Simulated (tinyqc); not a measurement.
Inside a calculation. Method: MP2 on RHF in the 6-31g basis, for H2, spin multiplicity 1. One step of it, computed by the program tinyqc.

Task: Second-order Moller-Plesset energy. E2 = sum_ijab (ia|jb) [2 (ia|jb) - (ib|ja)] / (e_i + e_j - e_a - e_b) over occupied i, j and virtual a, b; the opposite-spin part is (ia|jb)^2 / denominator, the rest is same-spin, and SCS-MP2 scales them by 6/5 and 1/3.

orbital energies (hartree): MO1 -0.620331, MO2 0.258672, MO3 0.738592, MO4 1.517905

Two-electron integrals over orbitals (pq|rs), unique and non-zero (hartree):
```
(11|11) 0.680491    (21|21) 0.071610    (22|11) 0.430875    (22|22) 0.382017
(31|11) 0.177309    (31|22) 0.044460    (31|31) 0.113011    (32|21) -0.025279
(32|32) 0.038487    (33|11) 0.539981    (33|22) 0.376359    (33|31) 0.118941
(33|33) 0.460696    (41|21) -0.077269   (41|32) -0.013127   (41|41) 0.145750
(42|11) -0.143180   (42|22) -0.049761   (42|31) -0.069154   (42|33) -0.091566
(42|42) 0.062010    (43|21) -0.072050   (43|32) 0.004346    (43|41) 0.119695
(43|43) 0.113257    (44|11) 0.695777    (44|22) 0.439435    (44|31) 0.209943
(44|33) 0.557398    (44|42) -0.166351   (44|44) 0.776674
```

Hartree-Fock energy = -1.12299817 hartree

Give: Terms; Pair energies; MP2 correlation energy; SCS-MP2 correlation energy; MP2 total energy.

Result:

Terms:
```
i  j  a  b  (ia|jb)  (ib|ja)  denominator       term
1  1  4  4    0.146    0.146       -4.276  -4.97e-03
1  1  3  3    0.113    0.113       -2.718  -4.70e-03
1  1  2  2    0.072    0.072       -1.758  -2.92e-03
1  1  2  4   -0.077   -0.077       -3.017  -1.98e-03
1  1  4  2   -0.077   -0.077       -3.017  -1.98e-03
```

Pair energies (hartree; pair i-j sums ij and ji):
```
pair  opposite spin  same spin
1-1          -0.017          0
```

MP2 correlation energy = -0.01654 hartree

SCS-MP2 correlation energy = -0.01985 hartree

MP2 total energy = -1.13954 hartree
